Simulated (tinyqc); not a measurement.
# Off-state leakage of single and stacked transistors: effects of single changes

n-channel devices of unit width. Subthreshold current I(Vg, Vs, Vd) = I0 (T/300 K)^0.5 exp[(Vg - Vs - VT(T) - gb (Vs - Vb) + dd (Vd - Vs))/(nf Vt)] (1 - exp(-(Vd - Vs)/Vt)), VT(T) = VT - cT (T - 300 K). Gate-edge tunnelling Ig (Vd/1 V) exp(ag (Vd - 1 V)), for a gate at 0 V, and band-to-band leakage Ab u exp(-Bb/u), u = Vd - Vb + 1 V, flow at a drain held at V; both are taken as independent of T. In a stack of off transistors (all gates at 0 V) the same subthreshold current passes through each.

Values chosen for this exercise; values of the order met in bulk silicon logic transistors:

| symbol | value | unit | meaning |
|---|---|---|---|
| T | 378 | K | temperature |
| V | 1.2 | V | supply voltage |
| VT | 0.4 | V | threshold at 300 K, zero drain and body bias |
| cT | 0.5 | mV/K | fall of the threshold with temperature |
| I0 | 0.13 | uA/um | current at threshold at 300 K |
| nf | 1.21 |  | slope factor |
| dd | 0.17 |  | drain-induced lowering per volt |
| gb | 0.25 |  | rise of the threshold per volt of source-body bias |
| Ig | 3e-5 | uA/um | gate-edge tunnelling current at 1 V |
| ag | 5.5 | 1/V | exponential slope of the gate current |
| Ab | 5 | uA/(um V) | prefactor of band-to-band leakage at the drain |
| Bb | 20 | V | its exponential voltage |
| Vb | 0 | V | body voltage |

Constants: q = 1.602176634e-19 C, kB = 1.380649e-23 J/K, Vt = kB T/q. Results are converted to the units shown.

Each table varies one quantity; the others keep the values above.

## Subthreshold current against the height of the stack

All n gates at 0 V, bottom source at 0 V, top drain at V; node voltages follow from equal currents.

Subthreshold current against the height of the stack:

| n | I (nA/um) | reduction factor | drain voltage of the bottom device (mV) | source voltage of the top device (mV) | voltage across the top device (V) |
|---|---|---|---|---|---|
| 1 | 2.7175 | 1.0000 | 1200.0 | 0 | 1.2000 |
| 2 | 0.026252 | 103.52 | 128.78 | 128.78 | 1.0712 |
| 3 | 0.010281 | 264.33 | 29.082 | 154.80 | 1.0452 |
| 4 | 0.0062479 | 434.96 | 15.590 | 168.63 | 1.0314 |
| 5 | 0.0044595 | 609.39 | 10.583 | 177.99 | 1.0220 |
| 6 | 0.0034582 | 785.83 | 7.9907 | 185.04 | 1.0150 |

Read the table: what changes, and by how much?

The second transistor cuts the current by a factor of 104, the third by a further 2.55 and the sixth by 1.29. The top device keeps 84.6 % of the supply at n = 6, while the drain voltage of the bottom one falls to 0.245 Vt.

## Leakage components against the threshold

Same model as above.

One transistor with Vg = Vs = 0, Vd = V; stack factor I(one)/I(two in series).

The same in every row: gate edge (nA/um) = 0.10815; band-to-band (nA/um) = 1.2395; stack factor = 103.52.

Results:

| VT (V) | subthreshold (nA/um) | total (nA/um) | largest part |
|---|---|---|---|
| 0.15 | 1544.8 | 1546.2 | subthreshold |
| 0.2 | 434.45 | 435.79 | subthreshold |
| 0.25 | 122.18 | 123.53 | subthreshold |
| 0.3 | 34.360 | 35.708 | subthreshold |
| 0.35 | 9.6631 | 11.011 | subthreshold |
| 0.4 | 2.7175 | 4.0652 | subthreshold |
| 0.45 | 0.76425 | 2.1119 | band-to-band |
| 0.5 | 0.21493 | 1.5626 | band-to-band |
| 0.6 | 0.016999 | 1.3647 | band-to-band |

Estimate the missing row, VT = 0.55 V.

Computed row:

| VT (V) | subthreshold (nA/um) | total (nA/um) | largest part |
|---|---|---|---|
| 0.55 | 0.060445 | 1.4081 | band-to-band |

With this row back in the table: As VT goes from 0.15 to 0.6, the total leakage falls from 1550 to 1.36 nA/um. The subthreshold part leads at VT = 0.15, the band-to-band part from 0.45 on. The reduction by a stack of two stays at 104, for the subthreshold part alone. For VT = 0.15, 0.2, 0.25, 0.3, 0.35 the gate is within about 3 nf Vt of threshold, where the exponential law overstates the current.

Program tinyqc, `OMP_NUM_THREADS=1 python tinyqc.py 2242223 2242224 out.jsonl`; Intel Xeon 2.30GHz, shared host, one thread, about 0.03 s.
